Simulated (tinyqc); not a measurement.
Tight binding, honeycomb lattice, step by step. One step of it, computed by the program tinyqc.

Question. Levels at k. Diagonalise the Hermitian matrix.

H(k) at k (eV):
```
,A,B
A,2.477192,-0.289271-0.503098i
B,-0.289271+0.503098i,-3.341134
```

Give: eigenvalues; weights |c|^2 of the basis functions.

Answer.

eigenvalues (eV): -3.3985  2.5345

weights |c|^2 of the basis functions:
```
,band 1,band 2
A,0.0097,0.9903
B,0.9903,0.0097
```
